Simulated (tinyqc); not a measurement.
Strained Delta valleys, repopulation and conductivity mass: mobility against stress.

A cubic crystal with three pairs of conduction valleys along x, y and z under uniaxial stress X along [100] (X > 0 is tension); current along [010]. Non-degenerate electrons, fixed total density, one relaxation time for all valleys and stresses, masses unchanged by strain, so the mobility goes as the mean inverse mass.

Stress s_ij = X a_i a_j with a the unit vector along [100]; strain e_ii = s11 s_ii + s12 (s_jj + s_kk), e_ij = s44 s_ij/2. Valley shift dE = Xu (n.e.n - trace(e)/3) with n the valley axis; share f proportional to exp(-dE/Vt). Inverse mass along the current d = [010]: (n.d)^2/ml + (1 - (n.d)^2)/mt; mu/mu0 = sum f (1/m) over the plain mean of 1/m. The linear estimate is 1 - pi X with pi the small-stress slope -d(mu/mu0)/dX.

Values chosen for this exercise; values close to those of silicon:
```
symbol,value,unit,meaning
T,300,K,temperature
s11,7.86,1/TPa,compliance
s12,-2.16,1/TPa,compliance
s44,12.9,1/TPa,compliance
Xu,8.8,eV,shear deformation potential
ml,0.884,m0,longitudinal mass
mt,0.185,m0,transverse mass
```

Constants: q = 1.602176634e-19 C, kB = 1.380649e-23 J/K, Vt = kB T/q. Results are converted to the units shown.

Results:
```
X (MPa)	splitting (meV)	largest share	mu/mu0	linear estimate
-25	2.2044	0.35254	1.0103	1.0102
-50	4.4088	0.37224	1.0209	1.0203
-200	17.635	0.49725	1.0880	1.0814
-400	35.270	0.66177	1.1763	1.1628
-700	61.723	0.84480	1.2746	1.2848
-1000	88.176	0.93806	1.3247	1.4069
-1500	132.26	0.98814	1.3515	1.6104
-2500	220.44	0.99960	1.3577	2.0173
```

Estimate the missing row, X = -100 MPa.

Computed row:
```
X (MPa)	splitting (meV)	largest share	mu/mu0	linear estimate
-100	8.8176	0.41288	1.0427	1.0407
```

With this row back in the table: The ratio mu/mu0 rises from 1.01 to 1.36; pi = 40.7e-11 1/Pa. The linear estimate of the change is 0.9864 times the computed change in the first row and 2.84 times it in the last: once the splitting is several Vt (Vt = 25.9 meV) the upper valleys are nearly empty and little is left to move. At X = -2500 MPa the stress passes 1.5 GPa, where intervalley scattering and masses change too.

Program tinyqc, `OMP_NUM_THREADS=1 python tinyqc.py 2530009 2530010 out.jsonl`; Intel Xeon 2.30GHz, shared host, one thread, about 0.01 s.
